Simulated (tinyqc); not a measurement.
Worked calculation: empirical pseudopotential in a few plane waves. One step of it, computed by the program tinyqc.

Task: Levels at k. Diagonalise the Hermitian matrix.

H(k) at k (eV):
```
,+0+0+0,-1-1-1,-1-1+1,-1+1-1,-1+1+1,+1-1-1,+1-1+1,+1+1-1,+1+1+1,-2+0+0,+0-2+0,+0+0-2,+0+0+2,+0+2+0,+2+0+0
+0+0+0,2.103293,1.972239+1.221826i,-1.972239+1.221826i,-1.972239+1.221826i,-1.972239-1.221826i,-1.972239+1.221826i,-1.972239-1.221826i,-1.972239-1.221826i,1.972239-1.221826i,0.000000+1.183695i,0.000000+1.183695i,0.000000+1.183695i,0.000000-1.183695i,0.000000-1.183695i,0.000000-1.183695i
-1-1-1,1.972239-1.221826i,9.141078,0.000000-1.183695i,0.000000-1.183695i,-0.299325,0.000000-1.183695i,-0.299325,-0.299325,0.000000,-1.972239-1.221826i,-1.972239-1.221826i,-1.972239-1.221826i,-0.615723+0.096207i,-0.615723+0.096207i,-0.615723+0.096207i
-1-1+1,-1.972239-1.221826i,0.000000+1.183695i,14.771307,0.299325,0.000000-1.183695i,0.299325,0.000000-1.183695i,0.000000,-0.299325,-1.972239+1.221826i,-1.972239+1.221826i,0.615723+0.096207i,1.972239-1.221826i,-0.615723-0.096207i,-0.615723-0.096207i
-1+1-1,-1.972239-1.221826i,0.000000+1.183695i,0.299325,7.934601,0.000000-1.183695i,0.299325,0.000000,0.000000-1.183695i,-0.299325,-1.972239+1.221826i,0.615723+0.096207i,-1.972239+1.221826i,-0.615723-0.096207i,1.972239-1.221826i,-0.615723-0.096207i
-1+1+1,-1.972239+1.221826i,-0.299325,0.000000+1.183695i,0.000000+1.183695i,13.564829,0.000000,0.299325,0.299325,0.000000-1.183695i,1.972239+1.221826i,-0.615723+0.096207i,-0.615723+0.096207i,-1.972239-1.221826i,-1.972239-1.221826i,0.615723-0.096207i
+1-1-1,-1.972239-1.221826i,0.000000+1.183695i,0.299325,0.299325,0.000000,20.803695,0.000000-1.183695i,0.000000-1.183695i,-0.299325,0.615723+0.096207i,-1.972239+1.221826i,-1.972239+1.221826i,-0.615723-0.096207i,-0.615723-0.096207i,1.972239-1.221826i
+1-1+1,-1.972239+1.221826i,-0.299325,0.000000+1.183695i,0.000000,0.299325,0.000000+1.183695i,26.433923,0.299325,0.000000-1.183695i,-0.615723+0.096207i,1.972239+1.221826i,-0.615723+0.096207i,-1.972239-1.221826i,0.615723-0.096207i,-1.972239-1.221826i
+1+1-1,-1.972239+1.221826i,-0.299325,0.000000,0.000000+1.183695i,0.299325,0.000000+1.183695i,0.299325,19.597217,0.000000-1.183695i,-0.615723+0.096207i,-0.615723+0.096207i,1.972239+1.221826i,0.615723-0.096207i,-1.972239-1.221826i,-1.972239-1.221826i
+1+1+1,1.972239+1.221826i,0.000000,-0.299325,-0.299325,0.000000+1.183695i,-0.299325,0.000000+1.183695i,0.000000+1.183695i,25.227446,-0.615723-0.096207i,-0.615723-0.096207i,-0.615723-0.096207i,-1.972239+1.221826i,-1.972239+1.221826i,-1.972239+1.221826i
-2+0+0,0.000000-1.183695i,-1.972239+1.221826i,-1.972239-1.221826i,-1.972239-1.221826i,1.972239-1.221826i,0.615723-0.096207i,-0.615723-0.096207i,-0.615723-0.096207i,-0.615723+0.096207i,10.548635,0.299325,0.299325,-0.299325,-0.299325,0.000000
+0-2+0,0.000000-1.183695i,-1.972239+1.221826i,-1.972239-1.221826i,0.615723-0.096207i,-0.615723-0.096207i,-1.972239-1.221826i,1.972239-1.221826i,-0.615723-0.096207i,-0.615723+0.096207i,0.299325,23.417729,0.299325,-0.299325,0.000000,-0.299325
+0+0-2,0.000000-1.183695i,-1.972239+1.221826i,0.615723-0.096207i,-1.972239-1.221826i,-0.615723-0.096207i,-1.972239-1.221826i,-0.615723-0.096207i,1.972239-1.221826i,-0.615723+0.096207i,0.299325,0.299325,16.581023,0.000000,-0.299325,-0.299325
+0+0+2,0.000000+1.183695i,-0.615723-0.096207i,1.972239+1.221826i,-0.615723+0.096207i,-1.972239+1.221826i,-0.615723+0.096207i,-1.972239+1.221826i,0.615723+0.096207i,-1.972239-1.221826i,-0.299325,-0.299325,0.000000,27.841481,0.299325,0.299325
+0+2+0,0.000000+1.183695i,-0.615723-0.096207i,-0.615723+0.096207i,1.972239+1.221826i,-1.972239+1.221826i,-0.615723+0.096207i,0.615723+0.096207i,-1.972239+1.221826i,-1.972239-1.221826i,-0.299325,0.000000,-0.299325,0.299325,21.004774,0.299325
+2+0+0,0.000000+1.183695i,-0.615723-0.096207i,-0.615723+0.096207i,-0.615723+0.096207i,0.615723+0.096207i,1.972239+1.221826i,-1.972239+1.221826i,-1.972239+1.221826i,-1.972239-1.221826i,0.000000,-0.299325,-0.299325,0.299325,0.299325,33.873868
```

Give: eigenvalues.

Result:

eigenvalues (eV): -2.6801  6.3093  8.2144  9.2456  14.3490  15.4916  16.2157  18.6365  20.1918  22.9114  23.6583  25.6777  28.5277  30.2703  35.8258
